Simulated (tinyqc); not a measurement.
Shallow donor in an anisotropic valley (effective-mass theory): one step. Scan over the shape.

One valley: H = -c [(d2/dx2 + d2/dy2)/mt + (d2/dz2)/ml] - q/(eps r), c = hbar^2/2m0, q = e^2/(4 pi eps0). Trial function exp(-sqrt((x^2 + y^2)/a^2 + z^2/b^2)) with a > b: T = (c/3)(2/(mt a^2) + 1/(ml b^2)), V = -(q/eps) atan(u/b)/u, u = sqrt(a^2 - b^2). The central cell of the impurity is left out.

Constants: hbar^2/2m0 = 3.80998211 eV angstrom^2; e^2/(4 pi eps0) = 14.39964547 eV angstrom.

Inputs chosen for the exercise (out of a larger set: near those of GaP; not measured data): ml = 2.015 m0 (longitudinal mass); mt = 0.257 m0 (transverse mass); eps = 10.9 (dielectric constant).

Problem. For each ratio b/a = 0.2, 0.3, ..., 0.9 the best scale follows from a = -2 T1/V1, with T1 and V1 taken at a = 1 angstrom.

Give: Scan.

Solution.

Scan:
```
b/a  a (angstrom)  b (angstrom)  E (meV)
0.2         27.77          5.55  -33.242
0.3         19.26          5.78  -45.515
0.4         16.54          6.62  -50.501
0.5         15.53          7.77  -51.430
0.6         15.20          9.12  -50.387
0.7         15.18         10.63  -48.457
0.8         15.34         12.27  -46.178
0.9         15.60         14.04  -43.816
```

The best listed ratio is 0.5; (mt/ml)^(1/2) = 0.36 and (mt/ml)^(1/3) = 0.50 are common guesses.

Computed by tinyqc, a small Python program: `OMP_NUM_THREADS=1 python tinyqc.py 1282729 1282730 out.jsonl` (the numbers bound the seed that draws the inputs); one thread of a shared host (Intel(R) Xeon(R) Processor @ 2.30GHz), about 0.01 s for the whole set of steps.
